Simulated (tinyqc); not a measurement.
# From depth x_j where C falls to C_B back to ion energy E

Model: ion implantation: universal nuclear stopping, Lindhard-Scharff electronic stopping and a Gaussian range profile. Computed by tinyqc, a small Python program. Command: `OMP_NUM_THREADS=1 python tinyqc.py 3024033 3024034 out.jsonl implant inv`. One thread of a shared host (Intel(R) Xeon(R) Processor @ 2.30GHz), about 0.4 s of CPU time with the checks.

An ion slows by elastic collisions with screened nuclei and by friction with electrons; channelling is ignored and the target is uniform.

Inputs (values chosen for the exercise, modelled on arsenic ions in copper):
```
quantity                                 value    unit
ion atomic number Z1                        33       -
ion mass M1                                 75       u
target atomic number Z2                     29       -
target mass M2                           63.55       u
target density N                          84.9  1/nm^3
scale factor of electronic stopping k      1.2       -
dose Q                                 1.3e+12  1/cm^2
background C_B                         8.3e+16  1/cm^3
```

Method:
- Reduced energy eps = 32.53 M2 E/(Z1 Z2 (M1 + M2)(Z1^0.23 + Z2^0.23)), E in keV; s_n = ln(1 + 1.1383 eps)/(2 (eps + 0.01321 eps^0.21226 + 0.19593 eps^0.5)) for eps up to 30 and ln(eps)/(2 eps) above; S_n = 8.462 Z1 Z2 M1 s_n/((M1 + M2)(Z1^0.23 + Z2^0.23)) in 1e-15 eV cm^2.
- S_e = k 3.83 Z1^(7/6) Z2/(Z1^(2/3) + Z2^(2/3))^(3/2) sqrt(E/M1) in 1e-15 eV cm^2, E in keV.
- Path length R = int_0^E dE'/(N (S_n + S_e)); energy lost to nuclei nu = int_0^E S_n/(S_n + S_e) dE' (both with E' = E y^3 and 64 Gauss-Legendre points in y).
- Estimates of Lindhard type: R_p = R/(1 + M2/(3 M1)), straggle dR_p = (2/3) R_p sqrt(M1 M2)/(M1 + M2).
- C(x) = C_p exp(-(x - R_p)^2/(2 dR_p^2)) with C_p = Q/(sqrt(2 pi) dR_p), 1 nm = 1e-7 cm; the profile falls to the background at x_j = R_p + dR_p sqrt(2 ln(C_p/C_B)); the peak atomic fraction is C_p/N.

Task: A run gave the result below. Find the ion energy E, known to lie between 6 and 19 keV.

Depth x_j where C falls to C_B = 11.01451 nm

Result:

Each step takes the trial c = (a f_b - b f_a)/(f_b - f_a), f being the result less the target and a, b, c the logarithms of the listed values; c replaces end b, the old b replaces a if the sign of f changed, and otherwise f_a is halved.

Scan of the range:
```
ion energy E (keV)  depth x_j where C falls to C_B (nm)
6.00                                             8.2642
7.27                                             9.1058
8.81                                            10.0556
10.70                                           11.1430
12.90                                           12.3277
15.70                                           13.7419
19.00                                           15.3083
```

False position (Illinois rule, in the logarithm of the input) inside the bracket:
```
step    end a    end b    trial  depth x_j where C falls to C_B (nm)
1      8.8100  10.7000  10.4571                              11.0073
2     10.7000  10.4571  10.4699                              11.0145
3     10.7000  10.4699  10.4701                              11.0146
4     10.4699  10.4701  10.4700                              11.0145
```

Depth x_j where C falls to C_B rises at every point of a 13-point scan of the range (every second point is shown), so one value fits; it is bracketed by 8.81 and 10.7. Answer: ion energy E = 10.47 keV.
